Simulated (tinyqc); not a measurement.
Both approximations at x = 1/2: order-disorder in a binary alloy on two sublattices: Bragg-Williams and pair (quasi-chemical) approximations. Computed by tinyqc, a small Python program. Command: `OMP_NUM_THREADS=1 python tinyqc.py 3025352 3025353 out.jsonl order walk`. One thread of a shared host (Intel(R) Xeon(R) Processor @ 2.30GHz), about 0.01 s of CPU time with the checks.

All z = 6 neighbours of a site lie on the other sublattice. B fills the sublattices with x + eta/2 and x - eta/2; energies are per site, from the pure components: u = -z w y with y the probability of an A-B bond taken in one order.

Inputs (values chosen for the exercise, for a model alloy): ordering energy w = (e_AA + e_BB)/2 - e_AB = 15.3 meV; fraction x of B = 0.5.

Lattice: simple cubic (z = 6).

Constants: k_B = 8.617333262e-05 eV/K.

Method. Bragg-Williams: k_B T_c = 2 z w x (1 - x). Pair approximation at x = 1/2: k_B T_c = w/ln(z/(z - 2)). At x = 1/2 the alloy is an Ising model with K = w/(2 k_B T). Bragg-Williams: eta = tanh(z K eta), neighbour correlation -eta^2. Pair: h = (z - 1) artanh(tanh K tanh h), eta = tanh(z h/(z - 1)), correlation -(tanh K + tanh^2 h)/(1 + tanh K tanh^2 h). T is given in units of the Bragg-Williams T_c at x = 1/2, z w/(2 k_B).

T_c, pair approximation at x = 1/2 = 437.890 K

Order and neighbour correlation:
```
T/T_c,T (K),"eta, Bragg-Williams","correlation, Bragg-Williams","eta, pair","correlation, pair"
0.30,159.79,0.99741,-0.99483,0.99728,-0.99464
0.45,239.69,0.97398,-0.94863,0.96897,-0.94178
0.55,292.96,0.93553,-0.87521,0.91387,-0.84867
0.65,346.22,0.87207,-0.76050,0.80308,-0.68837
0.75,399.49,0.77552,-0.60143,0.57532,-0.44235
0.85,452.75,0.62950,-0.39627,0.00000,-0.19360
0.95,506.02,0.37949,-0.14401,0.00000,-0.17366
1.10,585.91,0.00000,0.00000,0.00000,-0.15037
1.50,798.97,0.00000,0.00000,0.00000,-0.11066
```

The pair approximation loses long-range order between T/T_c = 0.75 and 0.85, at 438 K, and keeps a correlation of -0.111 in the last row. At its own T_c the correlation is -1/(z - 1) = -0.200, so the fewer the neighbours, the more of the ordering energy is released above T_c.
